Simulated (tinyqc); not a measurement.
From results back to parameters: interface roughness in a thin film (subband fluctuation and scattering). Four cases, with inputs chosen for the exercise.

Problem. The screened mobility was computed from a hidden rms height D.

Gaussian roughness spectrum S(q) = pi D^2 Lc^2 exp(-q^2 Lc^2/4). Degenerate gas, taken to fill one subband (the second starts to fill once c kF^2/md exceeds E2 - E1, which is not tested here): kF = sqrt(2 pi Ns/gv), q = 2 kF sin(theta/2), 1/tau = (md/(2 pi c hbar)) G^2 times the integral from 0 to pi of S(q)(1 - cos theta)/eps(q)^2 dtheta, eps(q) = 1 + qs/q with screening (qs = gv md q0/(c eps), q0 = e^2/(4 pi eps0), form factors left out, which overstates the screening; other scattering is left out too, so these values lie far above measured mobilities in all but the thinnest films) or 1 without; mobility = tau c2/md with c2 = e/m0 = 1.75882e15 cm^2/(V s^2); 1e12/cm^2 = 1e-4/angstrom^2.

Constants: hbar^2/2m0 = 3.80998211 eV angstrom^2; hbar = 6.58211957e-16 eV s; e^2/(4 pi eps0) = 14.39964547 eV angstrom.

Case 1.

Values chosen (near those of a thin InGaAs channel; the results hold for these values, not for the real material): md = 0.044 m0 (mass in the plane); gv = 1 (valleys); Lc = 40 angstrom (correlation length); Ns = 0.88 x 1e12/cm^2 (sheet density); eps = 11.1 (mean dielectric constant at the channel).

G = |dE1/dt| = 7.2436 meV/angstrom
mobility = 10414.0 cm^2/(V s)

Case 2.

Values chosen (near those of a thin Si channel on (100), two-fold valleys; the results hold for these values, not for the real material): md = 0.192 m0 (mass in the plane); gv = 2 (valleys); Lc = 20 angstrom (correlation length); Ns = 4.4 x 1e12/cm^2 (sheet density); eps = 7.4 (mean dielectric constant at the channel).

G = |dE1/dt| = 7.9088 meV/angstrom
mobility = 6481.93 cm^2/(V s)

Case 3.

Values chosen (near those of a thin Si channel on (100), two-fold valleys; the results hold for these values, not for the real material): md = 0.194 m0 (mass in the plane); gv = 2 (valleys); Lc = 58 angstrom (correlation length); Ns = 1 x 1e12/cm^2 (sheet density); eps = 7.5 (mean dielectric constant at the channel).

G = |dE1/dt| = 4.8232 meV/angstrom
mobility = 16814.3 cm^2/(V s)

Case 4.

Values chosen (near those of a thin Si channel on (100), two-fold valleys; the results hold for these values, not for the real material): md = 0.187 m0 (mass in the plane); gv = 2 (valleys); Lc = 48 angstrom (correlation length); Ns = 1.1 x 1e12/cm^2 (sheet density); eps = 7.9 (mean dielectric constant at the channel).

G = |dE1/dt| = 1.8478 meV/angstrom
mobility = 699691 cm^2/(V s)

Find: mobility for D = 1 angstrom; D.

Solution. The mobility goes as 1/D^2, so D is the square root of the ratio. One value fixes only D^2 times a function of Lc; a second density is needed to part the two.

Case 1.

mobility for D = 1 angstrom = 6.509e+04 cm^2/(V s)
D = 2.50 angstrom

Case 2.

mobility for D = 1 angstrom = 7.940e+04 cm^2/(V s)
D = 3.50 angstrom

Case 3.

mobility for D = 1 angstrom = 1.226e+05 cm^2/(V s)
D = 2.70 angstrom

Case 4.

mobility for D = 1 angstrom = 8.466e+05 cm^2/(V s)
D = 1.10 angstrom

Computed by tinyqc, one run a case: `OMP_NUM_THREADS=1 python tinyqc.py N N+1 out.jsonl` with N = 1281127, 1281169, 1281171, 1281180; one thread of a shared Intel(R) Xeon(R) Processor @ 2.30GHz, about 0.01 s a run at most.
